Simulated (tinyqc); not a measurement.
# MOS inversion layer, Poisson-Schroedinger loop: effect of the sheet density of electrons

Electrons confined at an insulator interface at z = 0, treated as a hard wall; parabolic valleys, Hartree approximation, no image or exchange terms. The depletion charge lies far deeper than the electrons and gives a uniform field q Nd/(eps0 eps_r); the gate balances all charge. Energies are counted from the band edge at the interface.

Schroedinger equation -(C/mz) psi'' + (V0 + U) psi = E psi, C = hbar^2/(2 m0), psi(0) = 0, on a uniform mesh of 800 nodes with a far wall at 32 nm, 8 levels a set; V0 = q Nd z/(eps0 eps_r); dU/dz = q (Ns - integral of n from 0 to z)/(eps0 eps_r), U(0) = 0; N_k = g md m0 q Vt/(pi hbar^2) ln(1 + exp((EF - E_k)/Vt)), g the number of valleys of the set, sum N_k = Ns. Triangular well: E_k = a_k (C F^2/mz)^(1/3), a_1 = 2.338107, a_2 = 4.087949, C = hbar^2/(2 m0), F in eV/nm. Fang-Howard (all electrons in the lowest level of set A): b^3 = 6 (mz1/C) q (Nd + 11 Ns/32)/(eps0 eps_r), centroid 3/b, level C b^2/(4 mz1) + (3/b) q (Nd + 11 Ns/16)/(eps0 eps_r). The centroid adds 3.9 z_av/eps_r to an oxide-equivalent thickness. Shares under 0.0001 % are printed as 0.

Parameters, values chosen for the exercise; masses and permittivity close to those of silicon (111):

| symbol | value | unit | meaning |
|---|---|---|---|
| T | 77 | K | temperature |
| eps_r | 11.9 |  | relative permittivity |
| mz1 | 0.26 | m0 | mass along z of valley set A (6 valley(s)) |
| md1 | 0.351 | m0 | in-plane density-of-states mass of set A |
| Nd | 4.7e11 | cm^-2 | sheet density of depletion charge |

Constants: q = 1.602176634e-19 C, kB = 1.380649e-23 J/K, hbar = 1.054571817e-34 J s, m0 = 9.1093837015e-31 kg, Vt = kB T/q, eps0 = 8.8541878128e-14 F/cm where lengths are in cm, hbar^2/(2 m0) = 0.0380998212 eV nm^2. Results are converted to the units shown.

Results:
```
Ns (cm^-2),A1 (meV),A2 (meV),EF (meV),share of A1 (%),share of A2 (%),centroid z_av (nm),added oxide equivalent (nm),Fang-Howard centroid (nm)
1e11,50.5,85.5,23.5,99.5,0.511,4.18,1.37,4.41
2.1e11,55.5,91.4,33.6,99.5,0.454,4.07,1.33,4.31
9.7e11,86.1,127,74.8,99.8,0.227,3.55,1.16,3.78
2.1e12,124,171,118,99.9,0.102,3.11,1.02,3.31
4.4e12,188,244,188,100,0.0292,2.64,0.864,2.80
9.4e12,299,371,308,100,0.00421,2.15,0.705,2.27
2e13,484,583,507,100,2.89e-4,1.72,0.563,1.81
```

Estimate the missing row, Ns = 4.5e11 cm^-2.

Computed row:
```
Ns (cm^-2),A1 (meV),A2 (meV),EF (meV),share of A1 (%),share of A2 (%),centroid z_av (nm),added oxide equivalent (nm),Fang-Howard centroid (nm)
4.5e11,65.9,103,49.1,99.6,0.358,3.87,1.27,4.11
```

With this row back in the table: As Ns goes from 1e11 to 2e13, A1 rises from 50.5 to 484 meV, the share of A1 rises from 99.5 to 100 % and the centroid falls from 4.18 to 1.72 nm. A1 goes as Ns^(0.64) between the last two rows (a triangular well in the field of that charge alone gives 2/3). EF lies more than 2 meV above A1 for Ns = 9.4e12, 2e13. The Fang-Howard centroid is 5.7 % above the full one in the first row, where A1 holds 99.5 %, and 5.2 % above it in the last, where A1 holds 100 %.

Program tinyqc, `OMP_NUM_THREADS=1 python tinyqc.py 2160082 2160083 out.jsonl`; Intel Xeon 2.30GHz, shared host, one thread, about 0.2 s.
